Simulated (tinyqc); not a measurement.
Inside a calculation. Model: microkinetic model of low-temperature epitaxy from hydride gases: adsorption, hydrogen desorption and rate control. Computed by tinyqc, a small Python program that keeps every step. Command: `OMP_NUM_THREADS=1 python tinyqc.py 3023116 3023117 out.jsonl hepi walk`. One thread of a shared host (Intel(R) Xeon(R) Processor @ 2.30GHz), about 0.01 s of CPU time with the checks. Intermediate numbers are printed to about 6 digits and carried at full precision; extremes and crossings named in words are read from the listed rows.

Each hydride molecule needs two free sites and leaves four hydrogen atoms, of which two leave at once as H2; theta is the hydrogen coverage, the site density is 6.78 per nm^2 and one layer is 1.358 angstrom thick.

Inputs (values chosen for the exercise, close to those used for silane on Si(001)):
```
quantity,value,unit
silane pressure p_S,0.14,Pa
sticking prefactor of silane s0,0.072,-
adsorption barrier E_s,0.27,eV
desorption prefactor nu_d,4e+11,1/s
desorption energy on silicon E_d,2.14,eV
hydrogen carrier pressure p_H,100,Pa
sticking of hydrogen s_H,1.5e-07,-
temperature T,700,C
```

Film: silicon. Order of hydrogen desorption: first.

Constants: k_B = 8.617333262e-05 eV/K; u = 1.6605390666e-27 kg; k_B = 1.380649e-23 J/K.

## Rate constants

Flux per site F = p/(sqrt(2 pi M k_B T) x 6.78e18 per m^2), M = 32.12 u (silane), 2.016 u (hydrogen); s = s0 exp(-E_s/(k_B T)); k_S = s F_S = k; k_H = s_H F_H; k_d = nu_d exp(-E_d/(k_B T)). Temperatures in kelvin are T(C) + 273.15.

k = 0.885550 1/s

k_H = 0.131604 1/s

k_d = 3.30647 1/s

## Coverage and growth rate

With k the hydride and k_H the hydrogen adsorption rate on free pairs and k_d the desorption rate, steady state: 2 (k + k_H)(1 - theta)^2 = k_d theta; growth rate R = k (1 - theta)^2 layers/s; 1 layer/s = 8.148 nm/min. With c = 2 (k + k_H)/k_d the free share is 1 - theta = 2/(1 + sqrt(1 + 4c)).

c = 0.615251

hydrogen coverage theta = 0.300792

growth rate R in layers = 0.432939 layers/s

growth rate G = 3.52758 nm/min

Adsorption and desorption share control.

## Degrees of rate control

X_i = d ln R/d ln k_i at fixed other constants. With f = 1 - theta and a = 2/f + 1/theta: d ln f/d ln k_d = 1/(a f), so X_d = 2/(a f), X_k = 1 - X_d k/(k + k_H), X_H = -X_d k_H/(k + k_H); they sum to 1.

X_d (desorption) = 0.462475

X_k (hydride adsorption) = 0.597363

X_H (hydrogen adsorption) = -0.0598372

## Two regimes over temperature

Limits: desorption-limited R = k_d k/(2 (k + k_H)), adsorption-limited R = k.

Growth:
```
T (C),theta,G (nm/min),desorption limit (nm/min),adsorption limit (nm/min)
400,0.993227,9.47661e-05,9.54123e-05,2.0660
450,0.977948,1.33733e-03,1.36749e-03,2.7500
500,0.939656,1.28166e-02,1.36397e-02,3.5197
550,0.858592,8.72484e-02,1.01618e-01,4.3632
600,0.715404,4.26702e-01,5.96450e-01,5.2683
650,0.513210,1.47457e+00,2.87323e+00,6.2228
700,0.300792,3.52758e+00,1.17277e+01,7.2155
750,0.144804,6.02349e+00,4.15975e+01,8.2360
800,0.062326,8.15500e+00,1.30843e+02,9.2751
850,0.026377,9.78727e+00,3.71052e+02,10.3248
```

The apparent activation energy of G is 2.22 eV between the first rows and 0.38 eV between the last; full hydrogen cover gives a value near the desorption energy (plus E_s where k_H far exceeds k), a bare surface one near E_s less k_B T/2 from the flux. The coverage passes one half between 650 and 700 C, the knee of the Arrhenius plot.

Checks made by the program: steady coverage against time integration of d theta/dt (relative difference below 1e-10); degree of control against a finite difference (relative difference below 1e-10).
